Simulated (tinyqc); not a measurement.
# Gas flow in a process chamber: flow regimes, conductance, effective pumping speed, pump-down, outgassing and purge, step by step

A worked calculation. Computed by tinyqc, a small Python program that keeps every step. Command: `OMP_NUM_THREADS=1 python tinyqc.py 3120904 3120905 out.jsonl pump walk`. One thread of a shared host (Intel(R) Xeon(R) Processor @ 2.30GHz), about 0.05 s of CPU time with the checks. Intermediate numbers are printed to about 6 digits and carried at full precision; extremes and crossings named in words are read from the listed rows.

Ideal gas, isothermal flow, a pump of constant speed at the end of a round pipe; process gas, volume gas and outgassing are given the same properties. 1 sccm = 101325 Pa x 1e-6 m^3/60 s x T/273.15 K.

Inputs (values chosen for the exercise, modelled on hydrogen near room temperature):
```
quantity                     value            unit
molar mass M                 2.016           g/mol
molecular diameter            0.27              nm
viscosity eta                  8.9   micropascal s
temperature T                  293               K
chamber volume V                48               L
wall area                     0.54             m^2
pipe diameter d                 25              cm
pipe length l                   16              cm
pump speed S                  1000             L/s
process gas flow              1700            sccm
outgassing rate after 1 h  5.1e-06  Pa m^3/(s m^2)
outgassing exponent n          1.2               -
starting pressure p0           330              Pa
target base pressure         8e-06              Pa
```

Constants: k_B = 1.380649e-23 J/K; u = 1.6605390666e-27 kg.

## Molecular flow

Mean speed c = sqrt(8 k_B T/(pi m)); aperture conductance C_a = c pi d^2/16; molecular pipe C_m = C_a/(1 + 3 l/(4 d)) (Dushman form); viscous pipe C_v = pi d^4 p_mean/(128 eta l); Knudsen interpolation C = C_v + C_m (1 + x)/(1 + 1.24 x), x = d p_mean sqrt(m/(k_B T))/eta. Effective speed 1/S_eff = 1/S + 1/C_m; time constant V/S_eff; pressure at which the free path k_B T/(sqrt2 pi d_m^2 p) equals d.

mean speed c = 1754.19 m/s

C_a = 21527.1 L/s

C_m = 14545.3 L/s

S_eff in molecular flow = 935.672 L/s

time constant = 0.0513000 s

pressure where the free path equals d = 0.0499595 Pa

The pipe passes on 94 % of the pump speed.

## Process pressure

Steady flow: the pump inlet is at p_2 = Q/S, and the chamber pressure p_1 solves Q = C((p_1 + p_2)/2) (p_1 - p_2). Residence time = p_1 V/Q. Knudsen number = free path at the mean pressure over d.

throughput Q = 3079.50 Pa L/s

p_2 = 3.07950 Pa

chamber pressure p_1 = 3.09353 Pa

conductance C = 219565 L/s

residence time = 0.0482186 s

Knudsen number = 0.0161864

The flow in the pipe is transitional.

## Purging a well-mixed chamber

With steady flow a contaminant decays as exp(-t/residence time); gas used = flow x time.

time to dilute 1e3 times = 0.333082 s

time to dilute 1e6 times = 0.666165 s

gas used for 1e6 = 18.8747 standard cm^3

## Pump-down curve

Pump-down: V dp/dt = -S_eff(p) p + q(t) A, with S_eff = S p_2/p, where p_2 solves C((p + p_2)/2) (p - p_2) = S p_2 at each moment, and q(t) = q_1 (1 h/(t + 10 s))^n; integrated adaptively. At long times p = q(t) A/S_eff. S_eff(p) is tabulated at 260 pressures and interpolated in ln p. Comparison columns: p0 exp(-t/time constant) with the molecular S_eff (0 below 1e-26 p0), and the outgassing limit.

Pressure against time:
```
t (s)        p (Pa)  S_eff (L/s)  volume gas only (Pa)  outgassing limit (Pa)
0.3     6.53219e-01      982.280           9.52317e-01            3.31893e-03
1       3.08577e-03      935.497           1.12912e-06            3.06713e-03
3       2.52240e-03      935.515           1.32187e-23            2.50999e-03
10      1.50162e-03      935.564                     0            1.49681e-03
30      6.52568e-04      935.619                     0            6.51525e-04
100     1.93635e-04      935.655                     0            1.93523e-04
300     5.58287e-05      935.667                     0            5.58174e-05
1000    1.35283e-05      935.671                     0            1.35275e-05
3600    2.93361e-06      935.672                     0            2.93356e-06
20000   3.75758e-07      935.672                     0            3.75757e-07
100000  5.44943e-08      935.672                     0            5.44943e-08
```

From t = 1 s on the pressure is within 20 % of the outgassing limit, which falls only as (t + 10 s)^-1.2: walls, not volume, set the time to base pressure.

## Time to base pressure

From the outgassing limit: t = 1 h x (q_1 A/(S_eff p_target))^(1/n) - 10 s; monolayer time at the target = 1e19 m^-2 x 4 k_B T/(p c) for unit sticking.

time to the target = 0.431858 h

monolayer time = 11.5304 s

Checks made by the program: throughput from C and the pressure drop (relative difference 7e-09).
